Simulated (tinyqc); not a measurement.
# Two-dimensional dopant profile at a mask edge: lateral junction, overlap and effective channel length, step by step

A worked calculation. Computed by tinyqc, a small Python program that keeps every step. Command: `OMP_NUM_THREADS=1 python tinyqc.py 3005286 3005287 out.jsonl lateral walk`. One thread of a shared host (Intel(R) Xeon(R) Processor @ 2.30GHz), about 0.01 s of CPU time with the checks. Intermediate numbers are printed to about 5 digits and carried at full precision; extremes and crossings named in words are read from the listed rows.

Ions enter for y < 0; the mask (spacer, then gate) covers y > 0. x is the depth. The surface reflects dopant during the anneal.

Inputs (values chosen for the exercise, modelled on a source-drain extension in silicon): dose Q = 1.7e+15 1/cm^2; projected range R_p = 60 nm; vertical straggle = 25 nm; lateral straggle = 25 nm; anneal budget D t = 2.5e-11 cm^2; channel doping C_B = 3e+18 1/cm^3; gate length L_g = 520 nm; offset spacer = 9.6 nm; oxide thickness = 3.2 nm.

Constants: eps_0 = 8.8541878128e-12 F/m.

## Widths and vertical profile

Widths s_x^2 = (vertical straggle)^2 + 2 D t, s_y^2 = (lateral straggle)^2 + 2 D t. C(x, y) = V(x) (1/2) erfc(y/(sqrt2 s_y)), V(x) = Q/(sqrt(2 pi) s_x) [exp(-(x - R_p)^2/(2 s_x^2)) + exp(-(x + R_p)^2/(2 s_x^2))]; 1 nm = 1e-7 cm. The vertical junction far from the mask solves V(x) = C_B.

s_x = 75 nm

s_y = 75 nm

V at the surface = 1.3133e+20 1/cm^3

V at R_p = 1.1557e+20 1/cm^3

vertical junction x_j = 255.87 nm

## Lateral junction at the surface

The lateral junction at depth x solves C = C_B: y_j(x) = sqrt2 s_y erfc^-1(2 C_B/V(x)). Overlap under the gate = y_j(0) - spacer; metallurgical channel L_met = L_g - 2 overlap (tails from the two sides are not added). Abruptness at y_j(0) in nm per decade = ln(10) s_y sqrt(pi/2) exp(u^2) erfc(u), u = y_j/(sqrt2 s_y). Overlap capacitance per width = 3.9 eps_0 overlap/t_ox (zero if there is no overlap).

lateral junction y_j(0) = 149.87 nm

ratio y_j(0)/x_j = 0.58573

overlap = 140.27 nm

metallurgical channel L_met = 239.46 nm

lateral abruptness = 72.815 nm/decade

overlap capacitance = 1.5137 fF/um

The two overlaps take 54 % of the gate length.

## Junction contour

The lateral junction at depth x solves C = C_B: y_j(x) = sqrt2 s_y erfc^-1(2 C_B/V(x)). Depths are 0, 0.15, 0.3, 0.45, 0.6, 0.75, 0.9 and 0.97 of x_j.

Contour:
```
x/x_j  x (nm)  V (1/cm^3)  y_j (nm)
0.00     0.00  1.3133e+20    149.87
0.15    38.38  1.2500e+20    148.30
0.30    76.76  1.0535e+20    142.77
0.45   115.14  7.4929e+19    131.27
0.60   153.52  4.3130e+19    110.93
0.75   191.90  1.9582e+19     76.71
0.90   230.28  6.9203e+18     12.56
0.97   248.19  3.9017e+18    -55.14
```

The contour reaches furthest, 149.87 nm, at x/x_j = 0 among these rows, at the surface. It crosses the mask edge where V = 2 C_B.

## What the anneal budget does

x_j solves V(x) = C_B. Budgets are multiples of the given D t (at 0 the mirror term is kept, which overstates V(0) as implanted); those with V(0) not above 2.5 C_B are left out.

Junctions (nm):
```
multiple     s_x     s_y     x_j  y_j(0)  y_j/x_j    L_met
0.0        25.00   25.00  135.04   32.25  0.23885   474.69
0.1        33.54   33.54  157.33   60.03  0.38155   419.14
0.3        46.10   46.10  188.62   91.33  0.48419   356.54
1.0        75.00   75.00  255.87  149.87  0.58573   239.46
2.0       103.08  103.08  317.30  198.60  0.62592   141.99
4.0       143.61  143.61  402.75  260.85  0.64767    17.50
8.0       201.56  201.56  520.67  338.37  0.64986  -137.53
16.0      283.95  283.95  680.10  431.68  0.63473  -324.16
```

The ratio y_j/x_j goes from 0.24 to 0.63: as implanted, x_j includes R_p and y_j only the lateral straggle; after long diffusion both scale roughly with sqrt(D t) as long as V(0) stays far above C_B, and the ratio stays below 1 because the edge starts from half the concentration and an erfc falls faster than the Gaussian. L_met is negative in the rows beyond a multiple of 4: source and drain merge.

Checks made by the program: lateral profile against the convolution of a step with a Gaussian (relative difference below 1e-10).
